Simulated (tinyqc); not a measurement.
sp3s* tight binding with spin-orbit coupling: sweeps and comparisons. A value that a table varies takes the place of the one given here.

sp3s* tight binding, nearest neighbours only: anion (a) at 0, cation (c) at a/4 (1,1,1), orbitals s, px, py, pz, s* on each; k in units of 2 pi/a. With phases e_j = exp(i (pi/2) k.n_j) for n = (1,1,1), (1,-1,-1), (-1,1,-1), (-1,-1,1): g0 = (e1+e2+e3+e4)/4, g1 = (e1+e2-e3-e4)/4, g2 = (e1-e2+e3-e4)/4, g3 = (e1-e2-e3+e4)/4. The diagonal holds the levels Esa, Epa, Exa (s*) and Esc, Epc, Exc. Anion-cation block: <sa|sc> = Vss g0; <sa|xc> = Vsapc g1; <xa|sc> = -Vscpa g1; <xa|xc> = Vxx g0; <xa|yc> = <ya|xc> = Vxy g3, <xa|zc> = <za|xc> = Vxy g2, <ya|zc> = <za|yc> = Vxy g1; <s*a|xc> = Vxapc g1; <xa|s*c> = -Vpaxc g1; y and z take g2 and g3 in place of g1; s-s* and s*-s* vanish.

Spin-orbit coupling acts within the p shell of each atom as (D/3) L.sigma, D = Da or Dc: it puts four states at Ep + D/3 and two at Ep - 2D/3.

Inputs chosen for the exercise (near a published set for GaAs, fitted to gaps, whose masses and valley positions are rough; spin-orbit coupling, where it is added without a refit, lifts the valence top and shrinks all gaps by about a third of the splitting; the results hold for these values, not for the real material): Esa = -8.287 eV (s level of the anion); Epa = 1.044 eV (p level of the anion); Esc = -2.687 eV (s level of the cation); Epc = 3.629 eV (p level of the cation); Exa = 8.494 eV (s* level of the anion); Exc = 6.703 eV (s* level of the cation); Vss = -6.542 eV (s-s); Vxx = 1.964 eV (px-px); Vxy = 5.03 eV (px-py); Vsapc = 4.416 eV (s anion, p cation); Vscpa = 5.82 eV (s cation, p anion); Vxapc = 4.851 eV (s* anion, p cation); Vpaxc = 4.812 eV (p anion, s* cation); Da = 0.406 eV (atomic spin-orbit splitting, anion); Dc = 0.182 eV (the same, cation); eta = 2 (scaling exponent); D001 = 0.94 (ratio -ezz/exx).

## What the s* orbital does

The s* couplings Vxapc and Vpaxc are scaled by f; f = 0 is the plain sp3 model. Gaps from the top of the valence band at Gamma; the Delta value is the minimum on (x,0,0), 0.5 <= x <= 1.

Gaps (eV):

| f | Gamma | Delta | L | x of the minimum |
|---|---|---|---|---|
| 0.00 | 1.5253 | 3.9824 | 2.8246 | 0.500 |
| 0.25 | 1.5253 | 3.8589 | 2.7131 | 0.500 |
| 0.50 | 1.5253 | 3.5483 | 2.4199 | 0.500 |
| 0.75 | 1.5253 | 2.8629 | 2.0247 | 1.000 |
| 0.90 | 1.5253 | 2.2521 | 1.7653 | 1.000 |
| 1.00 | 1.5253 | 1.8393 | 1.5882 | 1.000 |
| 1.10 | 1.5253 | 1.4244 | 1.4093 | 1.000 |

The gap at Gamma stays, since g1 to g3 vanish there. From f = 0 to 1 the s* levels lower the Delta value by 2.143 eV and L by 1.236 eV. For f = 0, 0.25 and 0.5 the least value lies at x = 0.5, the end of the range: any valley further out lies above that value until s* has lowered it enough. The lowest of the three is Gamma at both f = 0 and f = 1.

## Hydrostatic strain (sp3s* tight binding with spin-orbit coupling, strained)

Strain e moves each bond vector to d = (1 + e) d0 (no internal displacement for the diagonal strains used here) and k is given in fractions of the strained reciprocal cell, so the phases stay. Two-centre values Vss_sigma = Vss/4, Vsp_sigma = sqrt3 V/4 for each s-p and s*-p pair, Vpp_sigma = (Vxx + 2 Vxy)/4, Vpp_pi = (Vxx - Vxy)/4 are scaled by (d0/d)^eta and combined with the new direction cosines; the levels on the diagonal stay.

exx = eyy = ezz = e. Gaps as measured from the top of the valence band; the deformation potentials are (gap(0.01) - gap(-0.01))/0.06.

Gaps (eV):

| e | Gamma | Delta | L | x of the minimum |
|---|---|---|---|---|
| -0.03 | 2.0097 | 1.8242 | 1.8138 | 1.000 |
| -0.02 | 1.8427 | 1.8287 | 1.7361 | 1.000 |
| -0.01 | 1.6813 | 1.8337 | 1.6609 | 1.000 |
| 0.00 | 1.5253 | 1.8393 | 1.5882 | 1.000 |
| 0.01 | 1.3745 | 1.8452 | 1.5180 | 1.000 |
| 0.02 | 1.2286 | 1.8516 | 1.4501 | 1.000 |
| 0.03 | 1.0875 | 1.8583 | 1.3846 | 1.000 |

gap deformation potentials (eV): Gamma -5.114, Delta 0.192, L -2.383

Per unit of volume strain the gaps move by -5.11 (Gamma), +0.19 (Delta) and -2.38 eV (L). The lowest valley changes from L to Gamma between e = -0.01 and 0. These potentials follow from the one exponent eta, which fitted models replace by one for each integral; with it the sizes are rough, the sign for Delta can be wrong (in Si, Ge and the III-V crystals measured values are small and positive), and the pressures at which valleys cross, and which valley takes over, are rough too. A gap of zero, where one is listed, marks an s level that has sunk below the valence top.

## Biaxial strain splits the top of the valence band (sp3s* tight binding, strained)

No spin-orbit coupling; k = 0; exx = eyy = e, ezz = -D001 e. The four bonds keep equal lengths, and the sums over them give Vxx(e) for px and py and Vzz(e) for pz; each level is the lower root of [[Epa, V], [V, Epc]], and the s level the upper root of the s block. The shear potential b follows from E(x,y) - E(z) = 3 b (exx - ezz), taken as the slope between e = -0.005 and 0.005.

Couplings and levels at Gamma (eV):

| e | ezz | Vxx(e) | Vzz(e) | E(x,y) | E(z) | E(x,y) - E(z) (meV) | upper s level |
|---|---|---|---|---|---|---|---|
| -0.020 | 0.0188 | 1.8577 | 2.2587 | 0.0734 | -0.2659 | 339.3 | 1.7130 |
| -0.010 | 0.0094 | 1.9118 | 2.1097 | 0.0288 | -0.1376 | 166.4 | 1.6713 |
| -0.005 | 0.0047 | 1.9382 | 2.0364 | 0.0069 | -0.0755 | 82.4 | 1.6502 |
| 0.005 | -0.0047 | 1.9893 | 1.8924 | -0.0358 | 0.0448 | -80.7 | 1.6077 |
| 0.010 | -0.0094 | 2.0142 | 1.8217 | -0.0567 | 0.1028 | -159.6 | 1.5863 |
| 0.020 | -0.0188 | 2.0624 | 1.6829 | -0.0974 | 0.2145 | -311.9 | 1.5431 |

b = -2.801 eV

Under tension in the plane (e > 0) the bonds tilt towards the plane, Vxx grows to 2.0142 and Vzz falls to 1.8217 eV at e = 0.01, and the pz state forms the top of the valence band, by 159.6 meV; under compression (e = -0.01) the px, py pair does, by 166.4 meV. The slope gives b = -2.80 eV, a rough value, since on-site strain terms are left out (measured values lie near -2 eV).

## What each parameter does

Gaps from the top of the valence band at Gamma; Delta is the minimum on (x,0,0), 0.5 <= x <= 1. Each row changes one parameter from the base and keeps the others.

Results:

| case | Ev (eV) | gap Gamma (eV) | gap Delta (eV) | gap L (eV) |
|---|---|---|---|---|
| base | 0.1037 | 1.5253 | 1.8393 | 1.5882 |
| Vsapc = 4.216 eV | 0.1037 | 1.5253 | 1.7407 | 1.5226 |
| Exc = 6.403 eV | 0.1037 | 1.5253 | 1.8393 | 1.5697 |
| Vpaxc = 5.012 eV | 0.1037 | 1.5253 | 1.8393 | 1.5634 |
| Exa = 8.794 eV | 0.1037 | 1.5253 | 1.9322 | 1.6134 |
| Esc = -2.987 eV | 0.1037 | 1.3177 | 1.8393 | 1.4724 |
| Epc = 3.329 eV | 0.0309 | 1.5981 | 1.7380 | 1.5885 |

The largest shifts from the base row, up to three for each result and ties (the steps differ in size, so this ranks the rows, not the parameters). Ev (eV): Epc -0.0728; unchanged at the printed digits by Vsapc, Exc, Vpaxc, Exa and Esc. gap Gamma (eV): Esc -0.2077, Epc +0.0728; unchanged at the printed digits by Vsapc, Exc, Vpaxc and Exa. gap Delta (eV): Epc -0.1012, Vsapc -0.0986, Exa +0.0929; unchanged at the printed digits by Exc, Vpaxc and Esc. gap L (eV): Esc -0.1158, Vsapc -0.0656, Exa +0.0252. Vsapc, Exc, Vpaxc and Exa cannot move Ev or the gap at Gamma, whose blocks do not hold them; s parameters never move Ev, and move the gap only where the lowest empty level at Gamma is s-like.

Computed by tinyqc, a small Python program: `OMP_NUM_THREADS=1 python tinyqc.py 1481079 1481080 out.jsonl` (the numbers bound the seed that draws the inputs); one thread of a shared host (Intel(R) Xeon(R) Processor @ 2.30GHz), about 0.2 s for the whole set of steps.
